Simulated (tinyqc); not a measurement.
# n-type polysilicon, carrier trapping at grain boundaries: effect of the doping

One-dimensional grains of size Lg, uniform ionised doping N, monovalent traps Qt at each boundary at a depth Et below (for electrons) or above (for holes) the band edge there, abrupt depletion of width W on each side of a boundary, Boltzmann statistics. xi is the distance from the band edge at the grain centre to the Fermi level. Trapped charge Qt/(1 + exp((xi + VB - Et)/Vt)) = 2 N W, barrier VB = q N W^2/(2 eps0 eps_r).

If the trap equation with xi = Vt ln(NB/N) has a root W < Lg/2, the grain is partly depleted; otherwise W = Lg/2 and the trap equation gives xi = Et - VB + Vt ln(Qt/(N Lg) - 1). N* = Qt/Lg. n0 = NB exp(-xi/Vt); mean density n0 (1 - 2 W/Lg) by charge balance in a partly depleted grain, and n0 (sqrt(pi)/2) erf(u)/u with u = sqrt(VB/Vt) in a fully depleted one; v = sqrt(kB T/(2 pi ms m0)); barrier resistivity Vt exp(VB/Vt)/(q fe n0 v Lg); grain resistivity (1 - 2 W/Lg)/(q n0 mug); effective mobility 1/(q mean density total resistivity). Rows with xi above 0.45 V, towards mid-gap, are left out, since the other carrier type is ignored.

Values chosen for this exercise; values of the order met in polycrystalline silicon:
```
symbol    value        unit                                                              meaning
T           350           K                                                          temperature
eps_r      11.7                                                            relative permittivity
NB      3.53e19       cm^-3                               conduction-band density of states at T
Lg          160          nm                                                           grain size
Qt       5.1e11       cm^-2                                     trap density of a grain boundary
Et         0.37          eV  depth of the trap level from the majority band edge at the boundary
ms         0.51          m0                                         mass for thermionic emission
fe            1                                           correction factor of the emission rate
mug          57  cm^2/(V s)                                           mobility inside the grains
```

Constants: q = 1.602176634e-19 C, kB = 1.380649e-23 J/K, m0 = 9.1093837015e-31 kg, Vt = kB T/q, eps0 = 8.8541878128e-14 F/cm where lengths are in cm. Results are converted to the units shown.

Effect of the doping:
```
N (cm^-3)	N/N*	depleted share 2 W/Lg	VB (V)	xi (V)	mean density (cm^-3)	resistivity (ohm cm)	effective mobility (cm^2/(V s))
3.3e15	0.1035	1.000	0.01633	0.4188	2.785e13	150.9	1486
7e15	0.2196	1.000	0.03464	0.3736	1.060e14	61.92	950.9
1.5e16	0.4706	1.000	0.07424	0.2993	9.508e14	19.60	334.9
3.1e16	0.9725	0.8495	0.1107	0.2123	4.665e15	4.197	318.8
6.5e16	2.039	0.4767	0.07309	0.1899	3.402e16	1.384	132.6
1.4e17	4.392	0.2268	0.03564	0.1668	1.082e17	0.6721	85.79
2.9e17	9.098	0.1098	0.01730	0.1448	2.582e17	0.3538	68.33
6.1e17	19.14	0.05224	0.008237	0.1224	5.781e17	0.1764	61.21
1.3e18	40.78	0.02452	0.003867	0.09958	1.268e18	0.08469	58.11
```

As N goes from 3.3e15 to 1.3e18, VB goes from 0.0163 through a maximum of 0.111 (at N = 3.1e16 among the rows listed) to 0.00387 V, the resistivity falls from 151 to 0.0847 ohm cm and the effective mobility falls from 1490 to 58.1 cm^2/(V s). The steepest fall of the resistivity among the rows, as N^(-2.1), lies between N = 1.5e16 and 3.1e16 cm^-3; N* = 3.19e16 cm^-3. While the grain is fully depleted VB grows as N; once the traps are full it falls as 1/N. For N = 3.3e15, 2.9e17, 6.1e17, 1.3e18 VB is below Vt, where abrupt depletion and thermionic emission are rough. For N = 1.5e16, 3.1e16 the grain is near the changeover between partial and full depletion, within a few Debye lengths, where both limits are rough. In every row the effective mobility exceeds mug, since drift through the depleted part of the grain is left out.

tinyqc, about 0.01 s, one thread, Intel Xeon 2.30GHz (shared host): `OMP_NUM_THREADS=1 python tinyqc.py 2830181 2830182 out.jsonl`
